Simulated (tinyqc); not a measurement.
Dispersion against the sound-wave line: Born-von Karman spring model of a cubic crystal with one atom per cell. Computed by tinyqc, a small Python program. Command: `OMP_NUM_THREADS=1 python tinyqc.py 3029744 3029745 out.jsonl springs walk`. One thread of a shared host (Intel(R) Xeon(R) Processor @ 2.30GHz), about 0.1 s of CPU time with the checks.

First neighbours lie at a/2 (1,1,1) (8 of them), second at a (1,0,0) (6), with all permutations and signs; the volume per atom is Omega = a^3/2.

Inputs (values chosen for the exercise, for a model crystal):
```
quantity                value           unit
atomic mass M            86.7              u
radial spring k1L        2.42  eV/angstrom^2
transverse spring k1T    0.04  eV/angstrom^2
radial spring k2L        0.45  eV/angstrom^2
transverse spring k2T  -0.027  eV/angstrom^2
```

Lattice: bcc.

Constants: nu for 1 eV/(angstrom^2 u) = 15.6333042 THz.

Method:
- A neighbour at R with unit vector n couples by the matrix K(R) = kL n n^T + kT (1 - n n^T), and D(q) = (1/M) sum_R K(R) [1 - cos(q.R)].
- An eigenvalue lambda of D in eV/(angstrom^2 u) gives nu = 15.6333042 THz x sqrt(lambda).
- The last column divides the top branch by the straight line with its slope at G. End points in 2 pi/a: H = (1, 0, 0), N = (0.5, 0.5, 0).

Frequencies (THz) along two lines:
```
line  fraction of the way    nu 1    nu 2    nu 3  nu 3 / linear
G-H                  0.10  0.9438  0.9438  1.1850        0.99161
G-H                  0.25  2.3135  2.3135  2.8357        0.94914
G-H                  0.40  3.5651  3.5651  4.1923        0.87699
G-H                  0.55  4.6299  4.6299  5.1655        0.78589
G-H                  0.70  5.4442  5.4442  5.7585        0.68836
G-H                  0.85  5.9561  5.9561  6.0484        0.59543
G-H                  1.00  6.1307  6.1307  6.1307        0.51300
G-N                  0.10  0.3726  0.6671  1.0072        0.99589
G-N                  0.25  0.9114  1.6319  2.4639        0.97450
G-N                  0.40  1.3998  2.5065  3.7844        0.93549
G-N                  0.55  1.8109  3.2426  4.8958        0.88016
G-N                  0.70  2.1220  3.7995  5.7367        0.81033
G-N                  0.85  2.3157  4.1464  6.2605        0.72827
G-N                  1.00  2.3815  4.2643  6.4384        0.63662
```

What does the comparison show, and why?

Along G-H the top branch ends at 51 % of its linear extrapolation. Along G-N the top branch ends at 64 % of its linear extrapolation, which is the 2/pi of a pure sine: planes normal to this line couple to their next planes alone. A Debye model keeps the straight line throughout.
